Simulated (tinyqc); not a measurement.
Inputs raised by 2 %, one at a time: dopants and charged point defects at anneal temperature: Fermi-level effect, clustering and pairing. Computed by tinyqc, a small Python program. Command: `OMP_NUM_THREADS=1 python tinyqc.py 3009813 3009814 out.jsonl pairing sens`. One thread of a shared host (Intel(R) Xeon(R) Processor @ 2.30GHz), about 0.02 s of CPU time with the checks.

Boltzmann statistics and full ionisation of active dopants. Energies are counted from the valence band; the defect (a vacancy or self-interstitial) has five charge states, with all degeneracy factors one.

Inputs (values chosen for the exercise, for a model semiconductor): gap at 0 K E_g0 = 0.649 eV; Varshni alpha = 0.000466 eV/K; Varshni beta = 182 K; electron mass m_e = 0.195 m_0; valleys M_c = 4; hole mass m_h = 0.304 m_0; anneal temperature T = 770 K; total dopant density N = 3e+18 cm^-3; formation enthalpy of the neutral defect H_f = 2.48 eV; formation entropy S_f = 7.1 k_B; site density N_s = 4.6e+22 cm^-3; intrinsic dopant diffusivity D_i = 1.6e-17 cm^2/s; anneal time t = 6 s; pair binding energy E_b = 1.1 eV; pair configurations Z = 6; storage temperature T_2 = 360 K; impurity diffusion prefactor D_0 = 0.00085 cm^2/s; impurity migration energy E_m = 0.37 eV; dielectric constant eps = 16.4; active dopant density in the stored part N_2 = 4.1e+16 cm^-3.

Dopant: donor. Second part: pairing with a mobile impurity.

defect levels as fractions of E_g(T): (2+/+), (+/0), (0/-), (-/2-): [0.18, 0.23, 0.39, 0.62]

Constants: m_0 = 9.1093837015e-31 kg; k_B = 1.380649e-23 J/K; h = 6.62607015e-34 J s; k_B = 8.617333262e-05 eV/K; e^2/(4 pi eps_0) = 14.39964548 eV angstrom.

Method:
- E_g = E_g0 - alpha T^2/(T + beta).
- N_c = 2 M_c (2 pi m_e k_B T/h^2)^(3/2) and N_v = 2 (2 pi m_h k_B T/h^2)^(3/2), masses in units of m_0.
- n_i = sqrt(N_c N_v) exp(-E_g/2 k_B T); E_i = E_g/2 + (k_B T/2) ln(N_v/N_c).
- No clustering: A = N.
- n = A/2 + sqrt(A^2/4 + n_i^2) for an active density A.
- chi = n/n_i (for acceptors n_i/p); E_F = E_i + k_B T ln chi; field enhancement h = 1 + A/sqrt(A^2 + 4 n_i^2).
- C_0 = N_s exp(S_f/k_B) exp(-H_f/k_B T). Ratios to the neutral state at E_F = E_i: r_+ = exp((E(+/0) - E_i)/k_B T), r_2+ = r_+ exp((E(2+/+) - E_i)/k_B T), r_- = exp((E_i - E(0/-))/k_B T), r_2- = r_- exp((E_i - E(-/2-))/k_B T); at other E_F state q scales as chi^(-q). The enhancement is sum r_q chi^(-q)/sum r_q. The charge on the defects is left out of neutrality.
- If every charge state of the defect carries the dopant equally well, D = D_i x enhancement x h x (active share A/N, a rough stand-in that overstates the dA/dN which immobile clusters call for), D_i being an input held fixed when T or H_f is moved; diffusion length 2 sqrt(D t).
- An oppositely charged mobile impurity (density M) pairs with the dopant: pairs/free = Z (N_2/N_s) exp(E_b/k_B T_2) for M << N_2; capture radius R = e^2/(4 pi eps eps_0 k_B T_2); D_m = D_0 exp(-E_m/k_B T_2); association rate 4 pi R D_m N_2; dissociation rate = association rate/(pairs/free); tau = 1/(sum of both).
- Trapping slows long-range motion to D_m/(1 + pairs/free).

Runs:
```
input moved                                              from         to  active density A (cm^-3)   D/D_i  all defects, doped (cm^-3)  paired share
base run                                                    -          -                  3.00e+18  3.3732                  2.0740e+10       1.00000
total dopant density N (cm^-3)                          3e+18   3.06e+18                  3.06e+18  3.4407                  2.1064e+10       1.00000
pair binding energy E_b (eV)                              1.1      1.122                  3.00e+18  3.3732                  2.0740e+10       1.00000
formation enthalpy of the neutral defect H_f (eV)        2.48     2.5296                  3.00e+18  3.3732                  9.8213e+09       1.00000
anneal time t (s)                                           6       6.12                  3.00e+18  3.3732                  2.0740e+10       1.00000
active dopant density in the stored part N_2 (cm^-3)  4.1e+16  4.182e+16                  3.00e+18  3.3732                  2.0740e+10       1.00000
impurity migration energy E_m (eV)                       0.37     0.3774                  3.00e+18  3.3732                  2.0740e+10       1.00000
storage temperature T_2 (K)                               360      367.2                  3.00e+18  3.3732                  2.0740e+10       1.00000
```

Exponents ln(y'/y) / ln(x'/x):
```
input                                         active density A  D/D_i  all defects, doped  paired share
total dopant density N                                       1  1.002               0.782             0
pair binding energy E_b                                      0  0.000               0.000             0
formation enthalpy of the neutral defect H_f                 0  0.000             -37.748             0
anneal time t                                                0  0.000               0.000             0
active dopant density in the stored part N_2                 0  0.000               0.000             0
impurity migration energy E_m                                0  0.000               0.000             0
storage temperature T_2                                      0  0.000               0.000             0
```

Among the inputs moved here: active density A answers most in size to total dopant density N (exponent +1.000); its exponent is below 0.0005 for pair binding energy E_b, formation enthalpy of the neutral defect H_f, anneal time t, active dopant density in the stored part N_2, impurity migration energy E_m, storage temperature T_2. Its exponent +1.000 in total dopant density N: no clustering. D/D_i answers most in size to total dopant density N (exponent +1.002); its exponent is below 0.0005 for pair binding energy E_b, formation enthalpy of the neutral defect H_f, anneal time t, active dopant density in the stored part N_2, impurity migration energy E_m, storage temperature T_2. all defects, doped answers most in size to formation enthalpy of the neutral defect H_f (exponent -37.748), next to total dopant density N (+0.782); its exponent is below 0.0005 for pair binding energy E_b, anneal time t, active dopant density in the stored part N_2, impurity migration energy E_m, storage temperature T_2. Paired share hardly depends on these (all exponents below 0.005).
